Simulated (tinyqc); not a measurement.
What each oscillator parameter does: Lorentz oscillators and the Kramers-Kronig relations.

eps(E) = 1 + sum_j S_j/(E0_j^2 - E^2 - i G_j E).

n + i k = sqrt(eps1 + i eps2) with k >= 0; R = ((n - 1)^2 + k^2)/((n + 1)^2 + k^2) at normal incidence from vacuum; alpha = 2 E k/(hbar c), times 1e8 for 1/cm; loss function Im(-1/eps) = eps2/(eps1^2 + eps2^2).

Inputs chosen for the exercise (line positions loosely like those of SiC; Lorentz tails absorb below the gap, where the real solid is clear; shifted at random, so the results belong to these values and not to a real crystal): E0 = (5.88, 7.72, 9.55) eV (resonances); G = (0.94, 0.86, 2.04) eV (widths); S = (44, 150.3, 72.4) eV^2 (strengths); E = 12.56 eV (photon energy).

At the energy E.

Results for these values:

| case | eps1 | eps2 | n | k | R |
|---|---|---|---|---|---|
| base | -1.814 | 0.565 | 0.207 | 1.363 | 0.750 |

What happens to each result for E0 = (5.88, 7.72, 10.028) eV, all else kept?

Answer: eps1 falls from -1.814 to -1.921; eps2 rises from 0.565 to 0.673; n rises from 0.207 to 0.239; k rises from 1.363 to 1.407; R falls from 0.750 to 0.728.

The same for each parameter in turn:

| case | eps1 | eps2 | n | k | R |
|---|---|---|---|---|---|
| base | -1.814 | 0.565 | 0.207 | 1.363 | 0.750 |
| E0 = (5.88, 7.72, 10.028) eV | -1.921 | 0.673 | 0.239 | 1.407 | 0.728 |
| G = (0.94, 0.86, 3.06) eV | -1.683 | 0.672 | 0.254 | 1.322 | 0.694 |
| S = (44, 150.3, 86.88) eV^2 | -2.004 | 0.638 | 0.223 | 1.433 | 0.749 |
| E = 13.188 eV | -1.407 | 0.414 | 0.173 | 1.199 | 0.754 |

tinyqc: `OMP_NUM_THREADS=1 python tinyqc.py 1682508 1682509 out.jsonl`; about 0.2 s, one thread, shared Intel(R) Xeon(R) Processor @ 2.30GHz.
